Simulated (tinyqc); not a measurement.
An infinitely deep well in a field (quantum-confined Stark shift), Airy functions: two steps of the calculation.

Hard walls at x = -L/2 and +L/2; between them U(x) = -F x (eV, zero at the centre). C = hbar^2/(2 m0), e = (C F^2/m1)^(1/3), z1 = (F L/2 - E)/e at the left wall and z2 = (-F L/2 - E)/e at the right wall. Levels are the roots of D(E) = Ai(z1) Bi(z2) - Ai(z2) Bi(z1).

Parameters, values chosen for the exercise: mass m1 = 0.038 m0; well width L = 5.3 nm; field F = 0.11 V/nm; level sought n = 2.

Constants: q = 1.602176634e-19 C, hbar = 1.054571817e-34 J s, m0 = 9.1093837015e-31 kg, hbar^2/(2 m0) = 0.0380998212 eV nm^2. Results are converted to the units shown.

Problem 1. Level without field and second-order shift. E_n(0) = C (n pi/L)^2/m1; second-order shift m1 F^2 L^4 (1 - 15/(pi n)^2)/(48 C pi^2 n^2).

Give: E_n(0); second-order shift; F L/E_1(0).

Solution 1.

E_n(0) = 1.4091 eV
second-order shift = 3.1158 meV
F L/E_1(0) = 1.6549

Problem 2. Stark shift. Exact shift E_n(F) - E_n(0), and the mean position <x> = -dE_n/dF.

Find: E_n; shift; <x>.

Solution 2.

E_n = 1.4122 eV
shift = 3.0619 meV
<x> = -0.054704 nm

Program tinyqc, `OMP_NUM_THREADS=1 python tinyqc.py 2580007 2580008 out.jsonl`; Intel Xeon 2.30GHz, shared host, one thread, about 0.02 s.
